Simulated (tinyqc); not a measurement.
From C_V back to temperature T: quasi-harmonic thermal expansion with mode Grueneisen parameters. Computed by tinyqc, a small Python program. Command: `OMP_NUM_THREADS=1 python tinyqc.py 3019806 3019807 out.jsonl qha inv`. One thread of a shared host (Intel(R) Xeon(R) Processor @ 2.30GHz), about 0.1 s of CPU time with the checks.

A crystal with two atoms a cell; per atom there are 1 transverse acoustic (TA), 1/2 longitudinal acoustic (LA) and 3/2 optical (O) modes. Every frequency of group i scales as nu_i (V/V0)^(-gamma_i). Each group has one frequency. Static energy: E = (9 V0 B0/16) [y^3 B' + y^2 (2 - 4 y)], y = (V0/V)^(2/3) - 1, with pressure P_s = (3 B0/2) (z^7 - z^5) [1 + (3/4)(B' - 4)(z^2 - 1)], z = (V0/V)^(1/3).

Inputs (values chosen for the exercise, modelled on gallium arsenide):

| quantity | value | unit |
|---|---|---|
| static volume V0 | 22.6 | angstrom^3/atom |
| static bulk modulus B0 | 78 | GPa |
| static B' | 4.52 | - |
| frequency nu_TA | 2.38 | THz |
| frequency nu_LA | 6.04 | THz |
| frequency nu_O | 8.2 | THz |
| Grueneisen parameter gamma_TA | -0.78 | - |
| Grueneisen parameter gamma_LA | 1.2 | - |
| Grueneisen parameter gamma_O | 1.3 | - |
| step factor f | 1.2 | - |

Acoustic groups: Einstein.

Constants: h x 1 THz = 4.135667696 meV; k_B = 8.617333262e-05 eV/K; 1 eV/angstrom^3 = 160.2176634 GPa.

Method:
- For a mode with x = h nu/(k_B T), n = 1/(exp(x) - 1): U = h nu (n + 1/2), C/k_B = x^2 n (n + 1); U_i and C_i sum these over group i with its weight per atom.
- Phonon pressure P_ph = sum_i gamma_i U_i/V.
- Start at V0 and step V(new) = V [1 + f (P_s + P_ph)/B0]; stop when |P_s + P_ph| < 1e-8 GPa, after 60 steps, or when V leaves 0.7 to 1.3 V0.
- B_T = -V d(P_s + P_ph)/dV at fixed T (central difference, step 1e-4 V); alpha_V = sum gamma_i C_i k_B/(B_T V), all at V(T); the linear coefficient is alpha_L = alpha_V/3.
- C_P - C_V = alpha_V^2 B_T V T; the optical frequency is nu_O (V/V0)^(-gamma_O).

Problem. A run gave the result below. Find the temperature T, known to lie between 160 and 400 K.

C_V = 2.506052 k_B/atom

Solution.

Each step takes the trial c = (a f_b - b f_a)/(f_b - f_a), f being the result less the target and a, b, c the logarithms of the listed values; c replaces end b, the old b replaces a if the sign of f changed, and otherwise f_a is halved.

Scan of the range:

| temperature T (K) | C_V (k_B/atom) |
|---|---|
| 160 | 2.27346 |
| 186 | 2.42966 |
| 217 | 2.56120 |
| 253 | 2.66590 |
| 295 | 2.74793 |
| 343 | 2.81013 |
| 400 | 2.85854 |

False position (Illinois rule, in the logarithm of the input) inside the bracket:

| step | end a | end b | trial | C_V (k_B/atom) |
|---|---|---|---|---|
| 1 | 186.000 | 217.000 | 203.420 | 2.50944 |
| 2 | 186.000 | 203.420 | 201.939 | 2.50329 |
| 3 | 203.420 | 201.939 | 202.602 | 2.50606 |
| 4 | 201.939 | 202.602 | 202.600 | 2.50605 |
| 5 | 201.939 | 202.600 | 202.600 | 2.50605 |
| 6 | 202.600 | 202.600 | 202.600 | 2.50605 |

C_V rises at every point of a 13-point scan of the range (every second point is shown), so one value fits; it is bracketed by 186 and 217. Answer: temperature T = 202.6 K.
